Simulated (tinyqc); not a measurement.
# Bandgap voltage reference from two bipolar transistors: effect of the temperature coefficient of both resistors

Two transistors of area 1 and N carry the same current I. Is(T) = Is (T/T0)^eta exp[(Vg0 q/kB)(1/T0 - 1/T)], VBE1 = Vt ln(I/Is(T)) + I rb, VBE2 = Vt ln(I/(N Is(T))) + I rb/N. The amplifier forces I R1(T) = VBE1 - VBE2 + Vos, with R(T) = R (1 + tc (T - T0)) for both resistors, and the output is Vref = VBE1 + I R2(T). Base currents and the Early effect are neglected.

Vt = kB T/q; I = (Vt ln N + Vos)/(R1(T) - rb (1 - 1/N)). Box coefficient: span of Vref between 233 and 398 K over its average over T and over 165 K. The last column is the R2 that gives zero slope at T0.

Parameters, values chosen for the exercise; values of the order met in silicon bipolar transistors: reference temperature T0 = 300 K; band-gap voltage extrapolated to 0 K Vg0 = 1.158 V; temperature exponent of the saturation current eta = 4.2; saturation current of the unit transistor at T0 Is = 8.1e-18 A; area ratio of the second transistor N = 8; resistor across which the difference of VBE falls, at T0 R1 = 2 kohm; offset of the amplifier Vos = 0 mV; series resistance of the unit transistor rb = 29 ohm; output resistor at T0 R2 = 18.89 kohm.

Constants: q = 1.602176634e-19 C, kB = 1.380649e-23 J/K. Results are converted to the units shown.

Result of one run:

| I at T0 (uA) | Vref at T0 (V) | slope at T0 (uV/K) | box coefficient (ppm/K) | R2 for zero slope (kohm) |
|---|---|---|---|---|
| 27.22 | 1.261 | 33.03 | 25.91 | 18.52 |

Which temperature coefficient of both resistors tc gave this result: -2000, -1000, 0, 1000 or 2000 ppm/K?

tc = 1000 ppm/K.

The whole series:

| tc (ppm/K) | I at T0 (uA) | Vref at T0 (V) | slope at T0 (uV/K) | box coefficient (ppm/K) | R2 for zero slope (kohm) |
|---|---|---|---|---|---|
| -2000 | 27.22 | 1.261 | 133.8 | 107.8 | 17.43 |
| -1000 | 27.22 | 1.261 | 100.2 | 74.77 | 17.79 |
| 0 | 27.22 | 1.261 | 66.62 | 44.81 | 18.16 |
| 1000 | 27.22 | 1.261 | 33.03 | 25.91 | 18.52 |
| 2000 | 27.22 | 1.261 | -0.5661 | 25.45 | 18.90 |
| 3000 | 27.22 | 1.261 | -34.16 | 43.82 | 19.27 |

As tc goes from -2000 to 3000, Vref stays at 1.261 V and the box coefficient goes from 108 through a minimum of 25.5 (at tc = 2000 among the rows listed) to 43.8 ppm/K.

Numbers from tinyqc (`OMP_NUM_THREADS=1 python tinyqc.py 2062119 2062120 out.jsonl`; about 0.02 s on one thread of a shared Intel Xeon 2.30GHz).
